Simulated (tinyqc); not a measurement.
Equilibrium and kinetic segregation of a solute to boundaries and growing surfaces. Changing the temperature T. Computed by tinyqc, a small Python program. Command: `OMP_NUM_THREADS=1 python tinyqc.py 3017522 3017523 out.jsonl segreg sweep`. One thread of a shared host (Intel(R) Xeon(R) Processor @ 2.30GHz), about 0.01 s of CPU time with the checks.

Inputs (values chosen for the exercise, modelled on arsenic in polycrystalline silicon):
```
quantity,value,unit
segregation energy Q,0.428,eV
interaction z w (positive attracts),0.077,eV
total solute fraction x0,0.0077,-
grain size d,230,nm
boundary thickness delta,0.8,nm
atomic volume Omega,20.02,angstrom^3
clean boundary energy gamma_0,0.99,J/m^2
mixing,0.5,-
```

Isotherm: Fowler-Guggenheim.

Constants: k_B = 8.617333262e-05 eV/K; 1 eV/angstrom^2 = 16.02176634 J/m^2.

Method:
- With theta the solute fraction on boundary sites and x that in the grains, theta/(1 - theta) = [x/(1 - x)] exp[(Q + z w theta)/(k_B T)].
- The coverage theta_inf is that for x = x0. Start at theta = 0; theta(new) = theta + mixing (theta(out) - theta); stop below 1e-10, 80 steps at most.
- Finite grains: boundary sites are the fraction f = 3 delta/d, and x0 = (1 - f) x + f theta; solve both equations for theta; share at boundaries = f theta/x0.
- Gibbs adsorption for this isotherm in a dilute matrix: gamma = gamma_0 + Gam_0 [k_B T ln(1 - theta) + z w theta^2/2], Gam_0 = delta/Omega sites per area.

One run for each value:
```
temperature T (K),coverage theta,fraction x left in the grains,share of solute at boundaries (%),coverage theta_inf,boundary energy gamma (J/m^2)
600,0.7169,0.000221,97.16,0.9926,0.6989
678,0.6832,0.000577,92.59,0.9771,0.6751
756,0.6304,0.001134,85.43,0.9441,0.6728
833,0.5652,0.001821,76.59,0.8864,0.6860
911,0.4940,0.002572,66.95,0.7984,0.7078
989,0.4246,0.003304,57.54,0.6864,0.7329
1070,0.3594,0.003991,48.71,0.5629,0.7589
1140,0.3106,0.004506,42.09,0.4658,0.7799
1220,0.2634,0.005004,35.69,0.3744,0.8014
1300,0.2247,0.005412,30.45,0.3038,0.8199
```

Over the rows, coverage theta falls from 0.717 to 0.225 (exponent d ln y / d ln x -0.39 between the first rows and -2.5 between the last); fraction x left in the grains rises from 2.21e-4 to 0.00541 (exponent d ln y / d ln x 7.8 between the first rows and 1.2 between the last); share of solute at boundaries (%) falls from 97.2 to 30.4 (exponent d ln y / d ln x -0.39 between the first rows and -2.5 between the last). -k_B d ln(x)/d(1/T) between the first rows is 0.43 eV against Q = 0.428 eV: the boundaries give solute back to the grains on heating.

Caution (rows 600): near saturation a single segregation energy is a poor picture. Caution (rows 1220, 1300): so much solute in the grains may exceed the solubility and is no longer dilute.
